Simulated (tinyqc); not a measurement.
p-n diode with diffusion and depletion-layer recombination: two steps of the calculation.

Abrupt junction in the depletion approximation, low injection, full ionisation, neutral widths fixed, ohmic contact on the p side. Vj is the junction voltage; where a series resistance Rs is given, V = Vj + J Rs is the terminal voltage.

Values chosen for this exercise; band and dielectric values those of a made-up semiconductor: temperature T = 273 K; band gap Eg = 1.02 eV; relative permittivity eps_r = 9.27; conduction-band density of states at T Nc = 2.97e19 cm^-3; valence-band density of states at T Nv = 2.75e19 cm^-3; acceptor density Na = 1.2e16 cm^-3; donor density Nd = 1.3e17 cm^-3; electron lifetime tn = 1e-8 s; hole lifetime tp = 6e-9 s; series resistance Rs = 0.012 ohm cm^2; trap level above the intrinsic level Et = 0 eV; junction voltage at which recombination is evaluated Vj = 0.37 V; terminal voltage V = 0.68 V.

Constants: q = 1.602176634e-19 C, kB = 1.380649e-23 J/K, Vt = kB T/q, eps0 = 8.8541878128e-14 F/cm where lengths are in cm. Results are converted to the units shown.

Question 1. Recombination in the depleted layer. ni = sqrt(Nc Nv) exp(-Eg/(2 Vt)), Eg in volts. Vbi = Vt ln(Na Nd/ni^2), W = sqrt(2 eps0 eps_r (Vbi - Vj)(1/Na + 1/Nd)/q), xp = W Nd/(Na + Nd), xn = W Na/(Na + Nd); u(x) = q Na (x + xp)^2/(2 eps0 eps_r) for x < 0 and Vbi - Vj - q Nd (xn - x)^2/(2 eps0 eps_r) for x > 0; p = Na exp(-u/Vt), n = Nd exp((u - Vbi + Vj)/Vt); U = ni^2 (exp(Vj/Vt) - 1)/(tp (n + ni exp(Et/Vt)) + tn (p + ni exp(-Et/Vt))); J_scr = q times the integral of U from -xp to xn. Trapezoid rule on 16 equal steps.

Find: W; x; u; n; p; U; J_scr.

Answer 1.

W = 178.1 nm

| point | x (nm) | u (V) | n (cm^-3) | p (cm^-3) | U (cm^-3 s^-1) |
|---|---|---|---|---|---|
| 0 | -163.1 | 0.0000 | 6.815e10 | 1.200e16 | 6.814e18 |
| 1 | -151.9 | 0.0015 | 7.248e10 | 1.128e16 | 7.248e18 |
| 2 | -140.8 | 0.0058 | 8.722e10 | 9.375e15 | 8.722e18 |
| 3 | -129.7 | 0.0131 | 1.187e11 | 6.887e15 | 1.187e19 |
| 4 | -118.5 | 0.0232 | 1.829e11 | 4.471e15 | 1.829e19 |
| 5 | -107.4 | 0.0363 | 3.187e11 | 2.566e15 | 3.187e19 |
| 6 | -96.3 | 0.0523 | 6.283e11 | 1.302e15 | 6.281e19 |
| 7 | -85.1 | 0.0711 | 1.401e12 | 5.836e14 | 1.399e20 |
| 8 | -74.0 | 0.0929 | 3.536e12 | 2.313e14 | 3.503e20 |
| 9 | -62.9 | 0.1176 | 1.009e13 | 8.101e13 | 9.390e20 |
| 10 | -51.7 | 0.1452 | 3.260e13 | 2.508e13 | 1.831e21 |
| 11 | -40.6 | 0.1756 | 1.191e14 | 6.865e12 | 1.044e21 |
| 12 | -29.5 | 0.2090 | 4.924e14 | 1.661e12 | 2.752e20 |
| 13 | -18.3 | 0.2453 | 2.303e15 | 3.551e11 | 5.917e19 |
| 14 | -7.2 | 0.2845 | 1.218e16 | 6.711e10 | 1.119e19 |
| 15 | 3.9 | 0.3245 | 6.662e16 | 1.227e10 | 2.046e18 |
| 16 | 15.1 | 0.3402 | 1.300e17 | 6.290e9 | 1.048e18 |

J_scr = 8.555e-4 A/cm^2

Question 2. New Vj. Diffusion current alone: J = J0 (exp(Vj/Vt) - 1), g = Vj + J Rs - V, g' = 1 + Rs J0 exp(Vj/Vt)/Vt, Vj(new) = Vj - g/g'.

Vj after iteration 1 = 0.61785671 V
J0 = J0n + J0p = 8.9668255e-11 A/cm^2

Wanted: J; g; g'; Vj after iteration 2.

Answer 2.

J = 22.84 A/cm^2
g = 0.2120 V
g' = 12.65
Vj after iteration 2 = 0.6011 V

Numbers from tinyqc (`OMP_NUM_THREADS=1 python tinyqc.py 2260103 2260104 out.jsonl`; about 0.01 s on one thread of a shared Intel Xeon 2.30GHz).
